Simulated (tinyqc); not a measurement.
Haynes-Shockley experiment: drift, diffusion and decay of a minority-carrier pulse: one step, computed by the program tinyqc. Command: `OMP_NUM_THREADS=1 python tinyqc.py 3113015 3113016 out.jsonl haynes walk`. One thread of a shared host (Intel(R) Xeon(R) Processor @ 2.30GHz), about 0.01 s of CPU time with the checks.

A thin sheet of excess carriers is made at x = 0, t = 0 in a long uniform bar; injection is low, so the pulse moves with the minority mobility.

Problem. Transport coefficients. D = mu k_B T/e, v = mu F. Transit time d/v, diffusion length sqrt(D tau), drift length v tau, Peclet number v d/D = e F d/(k_B T).

Inputs (values chosen for the exercise, modelled on electrons in p-type germanium in a lightly doped bar):
```
quantity,value,unit
minority mobility mu,4110,cm^2/(V s)
lifetime tau,160,microsecond
temperature T,300,K
field F,30,V/cm
distance d to the collector,0.25,cm
```

Constants: k_B = 8.617333262e-05 eV/K.

Give: D; drift velocity v; transit time d/v; diffusion length; drift length v tau; Peclet number.

Solution.

D = 106.3 cm^2/s

drift velocity v = 1.233e+05 cm/s

transit time d/v = 2.028 microsecond

diffusion length = 1304 micrometre

drift length v tau = 19.728 cm

Peclet number = 290.1

The pulse must travel 0.0127 drift lengths.
